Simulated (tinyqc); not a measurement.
Lattice vibrations of a chain, step by step. One step of it, computed by the program tinyqc.

Task: Frequencies. omega^2 are the eigenvalues; wavenumber = 521.4708 sqrt(eigenvalue) 1/cm.

D(q) (eV/(angstrom^2 u)), lower triangle (Hermitian):
```
                    1          2          3         4
1            0.688581
2           -0.418170   0.626566
3            0.000000  -0.326634   0.791971
4  0.088504-0.223535i   0.000000  -0.472162  0.853470
```

Give: eigenvalues; wavenumbers; weights |e|^2 of the mass-weighted modes.

Result:

eigenvalues: 0.0716  0.3850  1.0807  1.4233

wavenumbers (1/cm): 139.6  323.6  542.1  622.1

weights |e|^2 of the mass-weighted modes:
```
        mode 1  mode 2  mode 3  mode 4
atom 1  0.2466  0.2553  0.3979  0.1002
atom 2  0.3937  0.1472  0.3259  0.1331
atom 3  0.2314  0.2718  0.1061  0.3907
atom 4  0.1283  0.3257  0.1701  0.3759
```
